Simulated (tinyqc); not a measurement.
Charge control and current of a heterostructure field-effect transistor: one step, computed by the program tinyqc. Command: `OMP_NUM_THREADS=1 python tinyqc.py 3016598 3016599 out.jsonl hemt walk`. One thread of a shared host (Intel(R) Xeon(R) Processor @ 2.30GHz), about 0.01 s of CPU time with the checks.

Two subbands in a triangular well; E_F is counted from the conduction band edge of the channel at the interface.

Task: Saturation current. With V = e n_s/C_g and V_c = v_s L/mu: for v = mu F up to v_s, I/W = C_g v_s V_c (sqrt(1 + (V/V_c)^2) - 1) and V_Dsat = V + V_c - sqrt(V^2 + V_c^2); g_m = dI/dV; extrinsic g_m/(1 + g_m R_S); f_T = g_m/(2 pi C_g L).

Inputs (values chosen for the exercise, modelled on AlGaAs/GaAs):
```
quantity,value,unit
permittivity eps (barrier and channel),12.2,-
conduction band offset dE_c,0.16,eV
mobility mu,6900,cm^2/(V s)
saturation velocity v_s,1.5,1e7 cm/s
gate length L,660,nm
source resistance R_S,1.1,ohm mm
temperature T,300,K
spacer between delta layer and channel,3.2,nm
```

Charge source: delta doping. Velocity law: two-piece.

sheet density n_s = 1.693791e+12 1/cm^2

gate capacitance C_g = 0.4275922 microfarad/cm^2

Constants: e = 1.602176634e-19 C.

Give: V; V_c; V_Dsat; saturation current I/W; intrinsic g_m; extrinsic g_m; intrinsic f_T.

Result:

V = 0.6347 V

V_c = 0.1435 V

V_Dsat = 0.1275 V

saturation current I/W = 325.3 mA/mm

intrinsic g_m = 625.6 mS/mm

extrinsic g_m = 370.6 mS/mm

intrinsic f_T = 35.28 GHz

V/V_c = 4.42: velocity saturation rules; I is 80 % of e n_s v_s = 407 mA/mm. Caution: E_F lies above the conduction band minimum of the barrier, so electrons would spill into the barrier.
